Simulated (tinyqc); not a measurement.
What each parameter does: polytypes by hexagonality, and a cubic inclusion as a quantum well.

Gap: E3 + (E2 - E3) h. Valence top Ev2 h and polarisation P2 h, both counted from 3C; Ec = Ev + gap.

A cubic inclusion of width L = N d in the host (h = 1) is a well of depth V = Ec(host) - Ec(3C). Square well with mass mismatch: k tan(k L/2) = (m_w/m_b) q, k = sqrt(m_w E/c), q = sqrt(m_b (V - E)/c), c = hbar^2/2m0, lowest root. The depth of the level, V - E, is its binding, and the transition to the valence top of the host is gap(host) - (V - E). The step in polarisation gives a field |F| = |P|/(eps eps0) in a thin inclusion, eps0 = 8.8541878e-12 F/m.

Constants: hbar^2/2m0 = 3.80998211 eV angstrom^2.

Values chosen for the exercise (of the order of those of InAs; not measured data): E3 = 0.412 eV (gap of the cubic polytype); E2 = 0.462 eV (gap of 2H); Ev2 = 0.043 eV (valence top of 2H above that of 3C); P2 = 0.0016 C/m^2 (spontaneous polarisation of 2H); m = (0.026, 0.024) m0 (electron mass along c in the cubic layer and in the host); d = 3.493 angstrom (thickness of a double layer); eps = 14.6 (dielectric constant); N = 15 (double layers in the cubic inclusion).

Well depth, depth of the level, transition without the field and field.

One parameter was then changed.

Results before and after:
```
case     V (eV)  depth (eV)  transition (eV)  |F| (MV/cm)
base     0.0930      0.0251           0.4369        0.124
changed  0.0930      0.0273           0.4347        0.124
```

Which of these changes was made? (a) N = 16; (b) eps = 15.6; (c) E3 = 0.392 eV; (d) E2 = 0.492 eV; (e) m = (0.031, 0.024) m0; (f) P2 = 0.0021 C/m^2; (g) Ev2 = 0.073 eV.

Answer: (a) N = 16. Of the candidates, run in turn, only this one gives the changed row.

All candidates:
```
case                   V (eV)  depth (eV)  transition (eV)  |F| (MV/cm)
base                   0.0930      0.0251           0.4369        0.124
N = 16                 0.0930      0.0273           0.4347        0.124
Ev2 = 0.073 eV         0.1230      0.0398           0.4222        0.124
E3 = 0.392 eV          0.1130      0.0347           0.4273        0.124
E2 = 0.492 eV          0.1230      0.0398           0.4522        0.124
P2 = 0.0021 C/m^2      0.0930      0.0251           0.4369        0.162
eps = 15.6             0.0930      0.0251           0.4369        0.116
m = (0.031, 0.024) m0  0.0930      0.0257           0.4363        0.124
```

Run: tinyqc, `OMP_NUM_THREADS=1 python tinyqc.py 1880967 1880968 out.jsonl`; Intel(R) Xeon(R) Processor @ 2.30GHz, one thread, shared host; about 0.2 s of CPU time with all checks.
